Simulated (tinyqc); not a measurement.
Collinear exchange A + BC -> AB + C on a London-Eyring-Polanyi-Sato surface: saddle, string of images and rate: one step, computed by the program tinyqc. Command: `OMP_NUM_THREADS=1 python tinyqc.py 3111765 3111766 out.jsonl leps walk`. One thread of a shared host (Intel(R) Xeon(R) Processor @ 2.30GHz), about 0.05 s of CPU time with the checks.

x = r(AB), y = r(BC), r(AC) = x + y. V is counted from separated atoms, the barrier from A + BC, that is V + D(BC).

Task: One point of the surface. For each pair, with u = exp(-beta (r - r0)): Q = D [(3 + S) u^2 - (2 + 6 S) u]/(4 (1 + S)), J = D [(1 + 3 S) u^2 - (6 + 2 S) u]/(4 (1 + S)); V = Q1 + Q2 + Q3 - sqrt(((J1 - J2)^2 + (J2 - J3)^2 + (J3 - J1)^2)/2). Take x = r0(AB) + 0.3 and y = r0(BC) + 0.1 angstrom.

Inputs (values chosen for the exercise, bond data loosely for abstraction of hydrogen from a Si-H bond by a hydrogen atom; the barrier is not fitted): D(AB) = 4.69 eV; r0(AB) = 0.742 angstrom; beta(AB) = 1.94 1/angstrom; D(BC) = 4.04 eV; r0(BC) = 1.48 angstrom; beta(BC) = 1.52 1/angstrom; D(AC) = 3.93 eV; r0(AC) = 1.48 angstrom; beta(AC) = 1.52 1/angstrom; Sato parameter S = 0.11.

Give: the table «Pair terms» with the columns u, Q (eV), J (eV), for pair = AB, BC, AC; V.

Result:

Pair terms:
```
pair        u    Q (eV)   J (eV)
AB    0.55878  -0.54432  -3.2327
BC    0.85899   0.00895  -3.9686
AC    0.17625  -0.32946  -0.9338
```

V = -3.6068 eV
